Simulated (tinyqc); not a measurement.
Worked calculation: CCSD on RHF in the sto-3g basis, frozen core, for B+, spin multiplicity 1. One step of it, computed by the program tinyqc.

Problem. Orthogonalisation. S = U s U^T; symmetric (Loewdin) form X = U s^(-1/2) U^T, so that X^T S X = 1.

overlap S, lower triangle:
```
           1B 1s     1B 2s    1B 2px    1B 2py    1B 2pz
1B 1s   1.000000
1B 2s   0.269328  1.000000
1B 2px  0.000000  0.000000  1.000000
1B 2py  0.000000  0.000000  0.000000  1.000000
1B 2pz  0.000000  0.000000  0.000000  0.000000  1.000000
```

Give: eigenvalues of S; X.

Solution.

eigenvalues of S: 0.731  1.000  1.000  1.000  1.269

X, lower triangle:
```
         1B 1s  1B 2s  1B 2px  1B 2py  1B 2pz
1B 1s    1.029
1B 2s   -0.141  1.029
1B 2px   0.000  0.000   1.000
1B 2py   0.000  0.000   0.000   1.000
1B 2pz   0.000  0.000   0.000   0.000   1.000
```
